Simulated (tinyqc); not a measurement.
Composition and lattice constants: virtual-crystal alloy A(1-x)B(x) in sp3s* tight binding.

sp3s* tight binding, nearest neighbours only: anion (a) at 0, cation (c) at a/4 (1,1,1), orbitals s, px, py, pz, s* on each; k in units of 2 pi/a. With phases e_j = exp(i (pi/2) k.n_j) for n = (1,1,1), (1,-1,-1), (-1,1,-1), (-1,-1,1): g0 = (e1+e2+e3+e4)/4, g1 = (e1+e2-e3-e4)/4, g2 = (e1-e2+e3-e4)/4, g3 = (e1-e2-e3+e4)/4. The diagonal holds the levels Esa, Epa, Exa (s*) and Esc, Epc, Exc. Anion-cation block: <sa|sc> = Vss g0; <sa|xc> = Vsapc g1; <xa|sc> = -Vscpa g1; <xa|xc> = Vxx g0; <xa|yc> = <ya|xc> = Vxy g3, <xa|zc> = <za|xc> = Vxy g2, <ya|zc> = <za|yc> = Vxy g1; <s*a|xc> = Vxapc g1; <xa|s*c> = -Vpaxc g1; y and z take g2 and g3 in place of g1; s-s* and s*-s* vanish.

Virtual crystal: a(x) = (1 - x) aA + x aB (Vegard); the six levels are averaged linearly; the seven couplings follow Harrison's rule, V(x) a(x)^2 = (1 - x) V_A aA^2 + x V_B aB^2. No spin-orbit coupling and no disorder. Gaps are measured from the top of the valence band at Gamma; the Delta value is the minimum on (kx,0,0) for kx from 0.5 to 1.

Inputs chosen for the exercise (A near a published set for Ge, B for Si; such sets place X and L only to about 0.5 eV; the results hold for these values, not for the real material):
- aA = 5.656 angstrom (lattice constant of A)
- aB = 5.426 angstrom (of B)
- pA = (-5.885, 1.604, -5.885, 1.604, 6.383, 6.383, -6.788, 1.611, 4.915, 5.444, 5.444, 5.235, 5.235) eV (order Esa, Epa, Esc, Epc, Exa, Exc, Vss, Vxx, Vxy, Vsapc, Vscpa, Vxapc, Vpaxc)
- pB = (-4.195, 1.721, -4.195, 1.721, 6.702, 6.702, -8.328, 1.714, 4.579, 5.741, 5.741, 5.357, 5.357) eV (the same for B)
- x = 0.48 (fraction of B)

Gaps of the alloy.

Results for these values:

| case | gap Gamma (eV) | gap Delta (eV) | gap L (eV) | kx of the Delta minimum |
|---|---|---|---|---|
| base | 2.4236 | 0.9729 | 1.5692 | 0.769 |

What happens to each result for x = 0.43, all else kept?

Answer: gap Gamma falls from 2.4236 to 2.2635; gap Delta falls from 0.9729 to 0.9515; gap L falls from 1.5692 to 1.4808; kx of the Delta minimum rises from 0.769 to 0.773.

The same for each parameter in turn:

| case | gap Gamma (eV) | gap Delta (eV) | gap L (eV) | kx of the Delta minimum |
|---|---|---|---|---|
| base | 2.4236 | 0.9729 | 1.5692 | 0.769 |
| x = 0.43 | 2.2635 | 0.9515 | 1.4808 | 0.773 |
| aA = 5.543 angstrom | 2.4372 | 0.9736 | 1.5756 | 0.769 |
| aB = 5.317 angstrom | 2.4119 | 0.9721 | 1.5636 | 0.769 |

The lattice constants enter only through the weights of the couplings.

Computed by tinyqc, a small Python program: `OMP_NUM_THREADS=1 python tinyqc.py 1450083 1450084 out.jsonl` (the numbers bound the seed that draws the inputs); one thread of a shared host (Intel(R) Xeon(R) Processor @ 2.30GHz), about 0.05 s for the whole set of steps.
